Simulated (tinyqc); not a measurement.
## Weibull slope from two areas

Problem. Oxide breakdown times follow a Weibull law, F = 1 - exp(-(t/t63)^beta). For defects spread at random t63 goes as A^(-1/beta). Find beta and the time at which the share Fp of the area-A2 devices has failed, t63(A2) (-ln(1 - Fp))^(1/beta).

Inputs (values chosen for the exercise): area of a test capacitor A1 = 28 um^2; gate area of the product A2 = 3.3e6 um^2; allowed share of failed products Fp = 1e-6.

t63 at the areas A1 and A2 (s): 2100  97.196796

Answer. beta = ln(A2/A1)/ln(t63(A1)/t63(A2)).

beta = 3.80
time to Fp = 2.56 s

Program tinyqc, `OMP_NUM_THREADS=1 python tinyqc.py 2070047 2070048 out.jsonl`; Intel Xeon 2.30GHz, shared host, one thread, about 0.01 s.
